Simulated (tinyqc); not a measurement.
Three-phonon processes in a diatomic chain: dispersion, energy and momentum conservation, and decay channels of optical phonons. Inputs raised by 2 %, one at a time. Computed by tinyqc, a small Python program. Command: `OMP_NUM_THREADS=1 python tinyqc.py 3120617 3120618 out.jsonl threeph sens`. One thread of a shared host (Intel(R) Xeon(R) Processor @ 2.30GHz), about 0.01 s of CPU time with the checks.

Cell length a, two atoms, one spring constant. x = q a/pi runs from -1 to 1; A and O are the acoustic and optical branches. Matrix elements are not computed: only conservation laws and occupation factors are followed.

Inputs (values chosen for the exercise, for a model chain): light mass m = 28.1 u; heavy mass M = 30.9 u; spring constant k = 11 eV/angstrom^2; temperature T = 50 K; zero-temperature width Gamma_0 = 1.6 1/cm.

Constants: nu for 1 eV/(angstrom^2 u) = 15.6333042 THz; h x 1 THz = 4.135667696 meV; k_B = 8.617333262e-05 eV/K; c = 299792458 m/s.

Method:
- omega^2 = k (1/m + 1/M) -/+ k sqrt((1/m + 1/M)^2 - 4 sin^2(pi x/2)/(m M)); nu = 15.6333042 THz x sqrt(omega^2) for eV/(angstrom^2 u).
- Acoustic top sqrt(2 k/M), optical bottom sqrt(2 k/m), optical top sqrt(2 k (1/m + 1/M)).
- O(0) -> A(x) + A(-x) needs nu_A(x) = nu_O(0)/2, which gives sin^2(pi x/2) = (3/16)(m + M)^2/(m M). Full width at half maximum Gamma = Gamma_0 (1 + 2 n), n = 1/(exp(h nu_A/(k_B T)) - 1); lifetime = 1/(2 pi c Gamma).

Runs:
```
input moved                            from      to  width Gamma (1/cm)  optical top (THz)  x of the products  optical top over twice the acoustic top
base run                                  -       -              1.6003             19.114            0.66791                                  0.72451
light mass m (u)                       28.1  28.662              1.6003             19.016            0.66745                                  0.72078
heavy mass M (u)                       30.9  31.518              1.6003             19.025            0.66849                                  0.72829
spring constant k (eV/angstrom^2)        11   11.22              1.6003             19.304            0.66791                                  0.72451
temperature T (K)                        50      51              1.6004             19.114            0.66791                                  0.72451
zero-temperature width Gamma_0 (1/cm)   1.6   1.632              1.6323             19.114            0.66791                                  0.72451
```

Exponents ln(y'/y) / ln(x'/x):
```
input                           width Gamma  optical top  x of the products  optical top over twice the acoustic top
light mass m                          0.001       -0.261             -0.035                                   -0.261
heavy mass M                          0.000       -0.237              0.043                                    0.263
spring constant k                    -0.001        0.500              0.000                                    0.000
temperature T                         0.002        0.000              0.000                                    0.000
zero-temperature width Gamma_0        1.000        0.000              0.000                                    0.000
```

Among the inputs moved here: width Gamma answers most in size to zero-temperature width Gamma_0 (exponent +1.000); its exponent is below 0.0005 for heavy mass M. Its exponent +0.002 in temperature T: spontaneous decay alone. Optical top answers most in size to spring constant k (exponent +0.500), next to light mass m (-0.261); its exponent is below 0.0005 for temperature T, zero-temperature width Gamma_0. Its exponent +0.500 in spring constant k: frequencies go as sqrt(k). x of the products answers most in size to heavy mass M (exponent +0.043), next to light mass m (-0.035); its exponent is below 0.0005 for spring constant k, temperature T, zero-temperature width Gamma_0. Optical top over twice the acoustic top answers most in size to heavy mass M (exponent +0.263), and about equally to light mass m (-0.261); its exponent is below 0.0005 for spring constant k, temperature T, zero-temperature width Gamma_0.
